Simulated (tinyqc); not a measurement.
Composition of the buffer: band edges of strained Si(1-x)Ge(x) on relaxed Si(1-y)Ge(y).

Values are linear in the Ge fraction but for ED(x) = linear - CD x (1 - x) and a(x) = linear - Ca x (1 - x). Energies are on the common scale of Ev.

Coherent growth on a (111) face: e_par = (a(y) - a(x))/a(x), e_perp = -(2 C11 + 4 C12 - 4 C44)/(C11 + 2 C12 + 4 C44) e_par; exx = eyy = ezz = (2 e_par + e_perp)/3 and exy = eyz = ezx = (e_perp - e_par)/3.

A valley with unit axis u lies at Ev + gap + (av + a_valley) tr(e) + Xu (u.e.u - tr(e)/3); the Delta axes are x, y, z and the L axes [111], [1-1-1], [-11-1], [-1-11]. The second-order shift of the Delta valleys under shear is left out; it lowers the pair normal to the sheared plane by tens of meV at a shear of 1 %.

Valence edges: Ev plus the levels of the 6 x 6 matrix of X, Y, Z times spin with -Dso/3 + l exx + m (eyy + ezz) on the diagonal (cyclic), n exy off it, l = av + 2 b, m = av - b, n = sqrt(3) d. Spin-orbit term (Dso/3) L.sigma on X, Y, Z with (L_k)_ij = -i epsilon_kij: <X+|H|Y+> = -i Dso/3, <X+|H|Z-> = Dso/3, <Y+|H|Z-> = -i Dso/3, <Z+|H|X-> = -Dso/3, <Z+|H|Y-> = i Dso/3, <X-|H|Y-> = i Dso/3, and their conjugates; + and - are the spin along z.

Parameters, chosen for this exercise (end members near Si and Ge, in this order; shifted at random, so the results belong to these values and not to a real crystal):
```
symbol  value           unit      meaning
a       (5.424, 5.662)  angstrom  lattice constant
Dso     (0.043, 0.288)  eV        spin-orbit splitting
av      (2.44, 1.26)    eV        valence hydrostatic potential
b       (-2.1, -2.53)   eV        tetragonal shear potential
d       (-4.85, -5.35)  eV        trigonal shear potential
C11     (163.5, 130.4)  GPa
C12     (63.7, 48.2)    GPa
C44     (79, 67.8)      GPa
Ev      (0, 0.66)       eV        top of the unstrained valence band
ED      (1.158, 0.93)   eV        gap to the Delta valleys
EL      (1.988, 0.727)  eV        gap to the L valleys
aD      (1.76, 1.3)     eV        hydrostatic potential of the Delta gap
aL      (-3.25, -2.69)  eV        hydrostatic potential of the L gap
XuD     (9.24, 9.58)    eV        uniaxial potential, Delta
XuL     (16.73, 15.4)   eV        uniaxial potential, L
CD      0.18            eV        bowing of the Delta gap
Ca      0.025           angstrom  bowing of the lattice constant
face    111                       growth face
x       0.16                      Ge fraction of the layer
```

The layer is kept. dEc = Ec(buffer) - Ec(layer), dEv = Ev(layer) - Ev(buffer); buffer edges Ev(y) and Ev(y) + min(ED, EL). The digit behind Delta or L counts whole valleys.

Results:
```
y     e_par (%)  lowest valleys  gap (eV)  next valleys above (meV)  valence splitting (meV)  dEc (eV)  dEv (eV)
0.00      -0.64          Delta6     1.055                       704                       34    -0.006     0.109
0.10      -0.24          Delta6     1.081                       695                       17    -0.003     0.041
0.30       0.58          Delta6     1.080                       554                       56     0.011    -0.039
0.41       1.04          Delta6     1.059                       446                      109     0.024    -0.062
0.51       1.47          Delta6     1.037                       345                      159     0.039    -0.079
0.61       1.91          Delta6     1.014                       242                      212     0.057    -0.095
0.71       2.37          Delta6     0.990                       137                      266     0.078    -0.110
```

Give the missing row, y = 0.20.

Computed row:
```
y     e_par (%)  lowest valleys  gap (eV)  next valleys above (meV)  valence splitting (meV)  dEc (eV)  dEv (eV)
0.20       0.16          Delta6     1.094                       651                       14     0.003    -0.013
```

The gap is 1.055 eV in the first row and 0.990 eV in the last, with its largest listed value, 1.094 eV, at y = 0.20: it peaks near the match y = x, since strain of either sign narrows it. The lowest valleys are Delta6 throughout. Per 0.1 of y the valence offset moves by -31 meV on average; the conduction offset lies between -6 and +78 meV. Electrons and holes sit on opposite sides in every row (type II). Offsets below about 30 meV are within the spread of parameter sets, so those rows do not settle the type. Strains above 2 % can be kept only in layers of a few nanometres.

(tinyqc, `OMP_NUM_THREADS=1 python tinyqc.py 1081337 1081338 out.jsonl`, Intel(R) Xeon(R) Processor @ 2.30GHz, 1 thread, shared host, about 0.01 s.)
